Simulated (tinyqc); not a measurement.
Surface approximation against the full path: Rutherford backscattering from a thin compound film on silicon: kinematics, yields, composition and thickness. Computed by tinyqc, a small Python program. Command: `OMP_NUM_THREADS=1 python tinyqc.py 3001248 3001249 out.jsonl rbs walk`. One thread of a shared host (Intel(R) Xeon(R) Processor @ 2.30GHz), about 0.01 s of CPU time with the checks.

Singly charged helium ions (Z1 = 2, M1 = 4.0026 u) enter at the tilt angle a1 to the normal and leave at a2 = |180 - theta - tilt| in the same plane. The film is A B_x.

Inputs (values chosen for the exercise, modelled on a helium beam on TiN):
```
quantity                                value           unit
beam energy E0                            2.1            MeV
scattering angle theta                    165        degrees
tilt of the sample                          0        degrees
heavy element: mass M_A                  47.9              u
heavy element: stopping eps_A at 2 MeV   79.1  1e-15 eV cm^2
light element: mass M_B                    14              u
light element: stopping eps_B at 2 MeV   32.8  1e-15 eV cm^2
atoms of B per atom of A, x              0.88              -
atomic density of the film                104         1/nm^3
film thickness d                           22             nm
detector resolution (FWHM)                 16            keV
```

Method:
- Kinematic factor K = [(sqrt(M^2 - M1^2 sin^2 theta) + M1 cos theta)/(M + M1)]^2.
- Surface edges lie at K E0; substrate silicon has M = 28.09 u. Mass resolution at M_A = resolution/(E0 dK/dM).
- Stopping per atom eps(E) = eps(2 MeV) (E/2 MeV)^(-0.4) (a law chosen for the exercise); Bragg rule eps_film = (eps_A + x eps_B)/(1 + x); areal density N d, with 1/nm^2 = 0.1 x 1e15/cm^2.
- Width of the signal of element i: [K_i eps(E0)/cos a1 + eps(K_i E0)/cos a2] N d; depth resolution = resolution x d/width of A; energy lost on the way in = eps(E0) N d/cos a1.
- Surface approximation as above. Full path: dE/ds = -eps(E) integrates to E^1.4 = E(start)^1.4 - 1.4 eps(2 MeV) 2000^0.4 s (keV), applied in (s = N d/cos a1), then K, then out (s = N d/cos a2); width = K E0 - exit energy. The last column is the error in thickness if the full width is read with the surface formula.

energy lost on the way in = 12.8855 keV

widths (keV): A 24.4883, B 25.2419

surface edges (keV): A 1510.75, B 660.38, Si 1194.56

kinematic factors: A 0.719404, B 0.314468, Si 0.568838

Widths (keV):
```
d (nm)  A, surface  A, full  B, full  error (%)
5             5.57     5.57     5.75     0.0738
10           11.13    11.15    11.51     0.1480
20           22.26    22.33    23.11     0.2974
50           55.66    56.07    58.42     0.7536
100         111.31   113.03   119.21     1.5428
150         166.97   170.92   182.86     2.3714
200         222.62   229.84   250.13     3.2433
300         333.93   351.09   400.99     5.1379
```

What follows from these numbers?

The error grows roughly in proportion to thickness, from 0.07 % to 5.1 %, because the ion slows and the stopping rises along the path. The signals of A and B would overlap once the width of A exceeds the gap between the edges, 850 keV. Ions from B leave the thickest film below about 0.6 MeV, where the power law overstates the stopping. Caution: the ions scattered from B leave near or below the stopping maximum (some 0.6 to 0.8 MeV), where the power law chosen here overstates the stopping and the width of B.

Extremes, crossings and ranges named in words are read from the listed rows.
